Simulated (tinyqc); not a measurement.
Plane-wave Kohn-Sham cycle with exchange-only LDA in a layered model solid, step by step. One step of it, computed by the program tinyqc.

Task: Iteration 1: potential. V_H(G) = 4 pi rho(G)/G^2 for G != 0 (uniform background); v_x = -(3 rho/pi)^(1/3); V = V_ext + V_H + v_x; Fourier components f(G_m) = (1/N) sum_j f(x_j) exp(-i G_m x_j).

A solid whose potential varies along x alone (atomic units):

| parameter | value |
|---|---|
| period a | 10.400000 |
| cross-section of the cell | 30.000000 |
| electrons per cell | 4 |
| grid points | 16 |
| plane waves -n..n, n | 3 |
| k points | 2 |
| V1 in V1 cos(2 pi x/a) | -0.420000 |
| V2 in V2 cos(4 pi x/a) | -0.070000 |

density at the start, on the grid x_j = j a/N (e/bohr^3): 0.01282051  0.01282051  0.01282051  0.01282051  0.01282051  0.01282051  0.01282051  0.01282051  0.01282051  0.01282051  0.01282051  0.01282051  0.01282051  0.01282051  0.01282051  0.01282051

Give: Potentials on the grid; V(G_m), m = 0, 1, 2, ....

Result:

Potentials on the grid (hartree):

| x | V_ext | V_H | v_x | V |
|---|---|---|---|---|
| 0.0000 | -0.4900 | 0.0000 | -0.2305 | -0.7205 |
| 0.6500 | -0.4375 | 0.0000 | -0.2305 | -0.6680 |
| 1.3000 | -0.2970 | 0.0000 | -0.2305 | -0.5275 |
| 1.9500 | -0.1112 | 0.0000 | -0.2305 | -0.3417 |
| 2.6000 | 0.0700 | 0.0000 | -0.2305 | -0.1605 |
| 3.2500 | 0.2102 | 0.0000 | -0.2305 | -0.0203 |
| 3.9000 | 0.2970 | 0.0000 | -0.2305 | 0.0665 |
| 4.5500 | 0.3385 | 0.0000 | -0.2305 | 0.1081 |
| 5.2000 | 0.3500 | 0.0000 | -0.2305 | 0.1195 |
| 5.8500 | 0.3385 | 0.0000 | -0.2305 | 0.1081 |
| 6.5000 | 0.2970 | 0.0000 | -0.2305 | 0.0665 |
| 7.1500 | 0.2102 | 0.0000 | -0.2305 | -0.0203 |
| 7.8000 | 0.0700 | 0.0000 | -0.2305 | -0.1605 |
| 8.4500 | -0.1112 | 0.0000 | -0.2305 | -0.3417 |
| 9.1000 | -0.2970 | 0.0000 | -0.2305 | -0.5275 |
| 9.7500 | -0.4375 | 0.0000 | -0.2305 | -0.6680 |

V(G_m), m = 0, 1, 2, ... (hartree): -0.2305  -0.2100  -0.0350  0.0000  0.0000  0.0000  0.0000
